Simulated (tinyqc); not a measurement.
Inside a calculation. Model: front-illuminated p-i-n photodiode, quantum efficiency and bandwidth.

Numbers from tinyqc (`OMP_NUM_THREADS=1 python tinyqc.py 2250025 2250026 out.jsonl`; about 0.01 s on one thread of a shared Intel Xeon 2.30GHz). Printed values are rounded.

Light enters through a p layer (0 to xp), a depleted layer (xp to xp + wi) and a thick n substrate, decaying as exp(-al x); one pass, no back reflection. Carriers made in the depleted layer are all collected; those in the neutral layers diffuse.

Values chosen for this exercise; values close to those of In0.53Ga0.47As at this wavelength: wavelength lam = 1310 nm; absorption coefficient al = 11400 1/cm; reflectance of the front face Rf = 0.1; relative permittivity eps_r = 14.6; thickness of the front p layer xp = 0.16 um; thickness of the depleted layer wi = 0.74 um; electron diffusion coefficient in the p layer Dn = 35 cm^2/s; electron diffusion length in the p layer Ln = 4.3 um; recombination velocity of the front surface S = 100 cm/s; hole diffusion length in the thick n substrate Lp = 1.4 um; electron drift velocity ve = 6.66e6 cm/s; hole drift velocity vh = 4.81e6 cm/s; diameter dia = 73 um; load resistance RL = 50 ohm; parasitic capacitance Cp = 40 fF; modulation frequency f = 18 GHz.

Constants: q = 1.602176634e-19 C, h = 6.62607015e-34 J s, c = 299792458 m/s, eps0 = 8.8541878128e-14 F/cm where lengths are in cm. Results are converted to the units shown.

## Quantum efficiency

k = al Ln, s = S Ln/Dn, e = exp(-al xp); front layer f1 = (k/(k^2 - 1)) {[s + k - e (s cosh(xp/Ln) + sinh(xp/Ln))]/[s sinh(xp/Ln) + cosh(xp/Ln)] - k e}; depleted layer f2 = e (1 - exp(-al wi)); substrate f3 = e exp(-al wi) al Lp/(1 + al Lp); external efficiency (1 - Rf)(f1 + f2 + f3); responsivity = efficiency q lam/(h c).

s = 0.001228571
f1 = 0.1666495
f2 = 0.4748301
f3 = 0.2203647
external efficiency = 0.7756599
responsivity = 0.8195516 A/W

The front layer absorbs 16.7 % of the light that enters and collects 100 % of that. Diffusion from the neutral layers makes up 44.9 % of the current.

## Response at one frequency

Drift response for pairs made in the depleted layer, a = al wi, g = 1 - exp(-a), u = 2 pi i f, te = wi/ve, th = wi/vh: electrons He = [g - a (exp(-a) - exp(-u te))/(u te - a)]/(u te g), holes Hh = [g - a (1 - exp(-a - u th))/(a + u th)]/(u th g); C = eps0 eps_r pi (dia/2)^2/wi + Cp; total |He + Hh|/sqrt(1 + (2 pi f RL C)^2), for the current of the depleted layer alone.

te = 11.11111 ps
th = 15.38462 ps
He = 0.4908874-0.2337160i
Hh = 0.3432040-0.2009840i
|He + Hh| = 0.9405704
C = 771.1483 fF
total response = 0.2102335

The drift response alone falls to 1/sqrt(2) at 42.8 GHz and the RC term alone at 4.13 GHz; together they give 4.10 GHz.
